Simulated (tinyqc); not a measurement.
Joule-heated wire on a substrate, fin equation: one step of the calculation.

A wire of length L loses heat along itself to two contacts and sideways to the substrate: kap A theta'' - g theta + p = 0 with theta = T - T0 and p(x) = p0 exp(-((x/L - x0)/sg)^2/2). The ends are held at T0. Constant conductivity, diffusive heat flow.

Problem. The tridiagonal system. Nodes x_i = i h, h = L/8; box widths w_i = h (h/2 at the ends); c = kap A/h; equation of node i: -c theta_(i-1) + d_i theta_i - c theta_(i+1) = b_i with d_i = 2 c + g w_i, b_i = p(x_i) w_i; theta = 0 at the end nodes.

Inputs (values chosen for the exercise):
```
symbol,value,unit,meaning
kap,30,W/(m K),conductivity along the wire
A,150,nm^2,cross-section
g,0.89,W/(m K),conductance per length to the substrate
L,290,nm,length between the contacts
Rc,0,K/uW,thermal resistance of each contact
p0,0.18,uW/nm,peak heating per length
x0,0.62,,place of the hot spot as a share of L
sg,0.07,,width of the hot spot as a share of L
```

Find: c; d; b.

Solution.

c = 0.1241 uW/K

```
node  d (uW/K)     b (uW)
1       0.2805  9.039e-11
2       0.2805   5.594e-6
3       0.2805    0.01427
4       0.2805      1.501
5       0.2805      6.508
6       0.2805      1.163
7       0.2805   0.008569
```

Program tinyqc, `OMP_NUM_THREADS=1 python tinyqc.py 2520068 2520069 out.jsonl`; Intel Xeon 2.30GHz, shared host, one thread, about 0.01 s.
